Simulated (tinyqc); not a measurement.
Surface potential of a MOS transistor: implicit equation and explicit approximations: one step of the calculation.

p-type body, charge-sheet picture, depletion and inversion only, full ionisation (an idealisation for deep acceptors), Boltzmann statistics (rough once Na exp(x - xn) passes about Nc/7). In units of Vt: xg = (Vg - Vfb)/Vt, x = psi/Vt, G = gamma/sqrt(Vt), xn = (2 phiF + Vc)/Vt. The implicit equation is (xg - x)^2 = G^2 [x - 1 + exp(x - xn)] for x above about 3. Cox = eps0 eox/tox.

Question. Scales. ni = sqrt(Nc Nv) exp(-Eg/(2 Vt)), Eg in volts; phiF = Vt ln(Na/ni); gamma = sqrt(2 q eps0 eps_r Na)/Cox; VT = Vfb + Vt (xn + G sqrt(xn - 1)).

Values chosen for this exercise; band and dielectric values close to those of silicon: temperature T = 300 K; band gap Eg = 1.1 eV; relative permittivity eps_r = 11.9; conduction-band density of states at T Nc = 2.83e19 cm^-3; valence-band density of states at T Nv = 2.66e19 cm^-3; relative permittivity of the gate insulator (close to hafnium oxide) eox = 21.6; insulator thickness tox = 51 nm; acceptor density Na = 3.2e17 cm^-3; flat-band voltage Vfb = -0.82 V; channel-body voltage Vc = 0.2 V; gate-body voltage Vg = 1.83 V.

Constants: q = 1.602176634e-19 C, kB = 1.380649e-23 J/K, Vt = kB T/q, eps0 = 8.8541878128e-14 F/cm where lengths are in cm. Results are converted to the units shown.

Wanted: phiF; gamma; G; xn; VT; xg.

Answer.

phiF = 0.4349 V
gamma = 0.8765 V^0.5
G = 5.451
xn = 41.38
VT = 1.145 V
xg = 102.5

Range of the model: The electron quasi-Fermi level lies less than 2 Vt below the band edge at the surface, or above it, where degeneracy and confinement, left out, matter.

Program tinyqc, `OMP_NUM_THREADS=1 python tinyqc.py 2122205 2122206 out.jsonl`; Intel Xeon 2.30GHz, shared host, one thread, about 0.01 s.
